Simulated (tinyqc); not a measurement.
Stretching all distances: RHF, UHF, MP2, CISD and CCSD against full CI in the sto-3g basis, for H4, spin multiplicity 1. Computed by the program tinyqc with PySCF. All coordinates are multiplied by the scale. c0^2 is the weight of the RHF determinant in the lowest singlet FCI state (UHF is spin-contaminated and may lie near states of higher spin) and n(LUMO) the first natural occupation beyond the occupied space.

Geometry (angstrom):

| atom | x | y | z |
|---|---|---|---|
| H | 0.0000 | 0.0000 | 0.0000 |
| H | 0.0000 | 0.0000 | 0.7120 |
| H | 0.0000 | 0.9500 | 0.0000 |
| H | 0.0000 | 0.9500 | 0.7120 |

Full CI energy (hartree) and errors against it (kcal/mol):

| scale | distance 1-2 (angstrom) | E(FCI) | RHF | UHF | MP2 | CISD | CCSD | <S^2> UHF | c0^2 | n(LUMO) |
|---|---|---|---|---|---|---|---|---|---|---|
| 0.9000 | 0.6408 | -1.779628 | 29.5927 | 29.5927 | 10.3691 | 0.3374 | 0.0045 | 0.0000 | 0.9665 | 0.0504 |
| 1.1100 | 0.7903 | -1.997808 | 38.1029 | 38.1029 | 14.5685 | 0.7011 | 0.0056 | 0.0000 | 0.9493 | 0.0729 |
| 1.3300 | 0.9470 | -2.069954 | 49.0247 | 48.0681 | 20.1630 | 1.4140 | 0.0027 | 0.2205 | 0.9242 | 0.1043 |
| 1.5400 | 1.0965 | -2.071928 | 62.1415 | 53.7729 | 27.0079 | 2.6608 | -0.0073 | 0.5876 | 0.8912 | 0.1439 |
| 1.7600 | 1.2531 | -2.043054 | 79.5051 | 53.8671 | 36.1556 | 4.9796 | -0.0309 | 0.9423 | 0.8442 | 0.1989 |
| 1.9700 | 1.4026 | -2.005402 | 99.9111 | 48.3775 | 46.8543 | 8.6477 | -0.0689 | 1.2488 | 0.7864 | 0.2656 |
| 2.1800 | 1.5522 | -1.968405 | 123.9117 | 39.3046 | 59.1104 | 14.1439 | -0.1170 | 1.5010 | 0.7179 | 0.3448 |
| 2.4000 | 1.7088 | -1.935827 | 152.1408 | 28.8302 | 72.6840 | 21.9821 | -0.1637 | 1.6923 | 0.6399 | 0.4364 |
| 2.6100 | 1.8583 | -1.912291 | 180.7949 | 19.9961 | 85.0142 | 31.0598 | -0.1881 | 1.8125 | 0.5664 | 0.5259 |

What does the comparison show, and why?

UHF parts from RHF first at scale 1.33 of those listed, where <S^2> leaves zero. The weight c0^2 goes from 0.97 to 0.57 and n(LUMO) from 0.05 to 0.53: static correlation grows as the bonds break into open-shell fragments. The spread of the error along the curve, which distorts its shape, is CCSD 0.2, CISD 30.7, UHF 33.9, MP2 74.6, RHF 151.2 kcal/mol. Below FCI somewhere: CCSD, as non-variational methods may be.
